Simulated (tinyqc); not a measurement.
Undoped symmetric double-gate MOSFET, analytic potential model: effect of the body thickness.

An undoped body of thickness ts between two equal insulators and tied gates; long channel, electrons only, n = ni exp((psi - V)/Vt) with V the quasi-Fermi potential (0 at the source, Vd at the drain), constant mobility, no quantisation. Across the body psi(x) = V - 2 Vt ln[(ts/(2 beta)) sqrt(q ni/(2 eps0 eps_r Vt)) cos(2 beta x/ts)], x from the centre. Q is the electron charge per area of the whole body.

ni = sqrt(Nc Nv) exp(-Eg/(2 Vt)), Eg in volts; r = eps_r tox/(eox ts); V0 = dphi + 2 Vt ln[(2/ts) sqrt(2 eps0 eps_r Vt/(q ni))]. beta (between 0 and pi/2) solves (Vg - V0 - V)/(2 Vt) = ln(beta) - ln(cos beta) + 2 r beta tan(beta). Q = 8 eps0 eps_r Vt beta tan(beta)/ts; I = mu (1/L)(4 eps0 eps_r/ts)(2 Vt)^2 [g(beta_s) - g(beta_d)] per width, g = beta tan(beta) - beta^2/2 + r beta^2 tan^2(beta), with beta_s at V = 0 and beta_d at V = Vd.  I(low) is taken at Vg = 0 V, Qs and I(high) at Vg = 0.75 V.

Values chosen for this exercise; material values close to those of germanium: temperature T = 300 K; band gap Eg = 0.658 eV; relative permittivity of the semiconductor eps_r = 16.2; conduction-band density of states at T Nc = 1.05e19 cm^-3; valence-band density of states at T Nv = 6e18 cm^-3; relative permittivity of the gate insulator eox = 24.1; insulator thickness tox = 8.6 nm; gate work function less that of the intrinsic body dphi = -0.01 V; channel mobility mu = 620 cm^2/(V s); gate length L = 0.5 um; drain voltage Vd = 0.05 V.

Constants: q = 1.602176634e-19 C, kB = 1.380649e-23 J/K, Vt = kB T/q, eps0 = 8.8541878128e-14 F/cm where lengths are in cm. Results are converted to the units shown.

Effect of the body thickness:
```
ts (nm),V0 (V),I(low) (nA/um),Qs(high) (nC/cm^2),I(high) (uA/um)
6.7,0.3021,0.1022,1845,107.6
9.3,0.2851,0.1419,1849,107.9
13,0.2678,0.1984,1852,108.1
18,0.2510,0.2746,1853,108.2
26,0.2320,0.3967,1854,108.2
36,0.2151,0.5492,1855,108.3
50,0.1982,0.7627,1855,108.3
```

What does the table show?

As ts goes from 6.7 to 50 nm, I(low) rises from 0.102 to 0.763 nA/um and I(high) rises from 107.6 to 108.3 uA/um. On average I(low) goes as ts^(1.00) and I(high) goes as ts^(0.00). Below threshold the charge is proportional to the cross-section of the body; above it the insulator sets the charge. In every row the surface density at the source at the higher gate voltage passes 0.3 Nc, where Boltzmann statistics fail. At ts = 6.7 nm the body is thin enough for quantum confinement, left out here, to raise the threshold.

Program tinyqc, `OMP_NUM_THREADS=1 python tinyqc.py 2440081 2440082 out.jsonl`; Intel Xeon 2.30GHz, shared host, one thread, about 0.01 s.
